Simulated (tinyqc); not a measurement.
Reflectance at normal incidence against thickness.

Normal incidence on air, film (n1) and substrate (N2 = n2 - i k2): r01 = (1 - n1)/(1 + n1), r12 = (n1 - N2)/(n1 + N2), amplitude (r01 + r12 X)/(1 + r01 r12 X), X = exp(-4 pi i n1 d/lam), R its squared modulus, phase from 0 to 360 degrees.

Inputs (values chosen for the exercise): wavelength lam = 632.8 nm; index of the transparent film n1 = 1.452; index of the substrate n2 = 3.882; extinction coefficient of the substrate k2 = 0.019.

Reflectance at normal incidence against thickness:
```
d (nm)	R (%)	phase of the reflected amplitude (degrees)
0	34.850	179.85
28	31.812	149.72
55	23.738	115.88
82	13.677	69.544
110	8.7788	356.51
138	14.483	285.52
165	24.607	240.77
192	32.301	207.59
220	34.831	177.65
```

What does the comparison show?

R goes from 34.9 through a minimum of 8.78 (at d = 110 nm among the rows listed) to 34.8 %. At a quarter wave, d = 109 nm, R = 8.77 %; for a transparent substrate it would vanish for n1 = sqrt(n2) = 1.97.

Program tinyqc, `OMP_NUM_THREADS=1 python tinyqc.py 2870214 2870215 out.jsonl`; Intel Xeon 2.30GHz, shared host, one thread, about 0.3 s.
